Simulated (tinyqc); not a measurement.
Strain, valley repopulation and piezoresistance in a many-valley conduction band: one step, computed by the program tinyqc. Command: `OMP_NUM_THREADS=1 python tinyqc.py 3002190 3002191 out.jsonl valleys walk`. One thread of a shared host (Intel(R) Xeon(R) Processor @ 2.30GHz), about 0.02 s of CPU time with the checks.

Valleys are ellipsoids with mass m_l along the axis a and m_t across it, parabolic, with one constant relaxation time; strain shifts the valleys and leaves the masses alone. Currents are taken along [100], along the load, and along [010], across the load.

Question. Strain. Compliances S11 = (C11 + C12)/((C11 - C12)(C11 + 2 C12)), S12 = -C12/((C11 - C12)(C11 + 2 C12)), S44 = 1/C44; stress sigma_ij = X n_i n_j for the unit vector n of the load; e_xx = S11 sigma_xx + S12 (sigma_yy + sigma_zz), e_xy = S44 sigma_xy/2 (tensor strain).

Inputs (values chosen for the exercise, modelled on silicon): C11 = 167 GPa; C12 = 63.4 GPa; C44 = 79.8 GPa; stress X (tension positive) = 64 MPa.

Valley axes: <100> (6 valleys in 3 pairs). Load: uniaxial [100].

Give: strain tensor.

Answer.

strain tensor (%), rows x, y, z:
```
[[0.048445, 0.000000, 0.000000],
 [0.000000, -0.013331, 0.000000],
 [0.000000, 0.000000, -0.013331]]
```
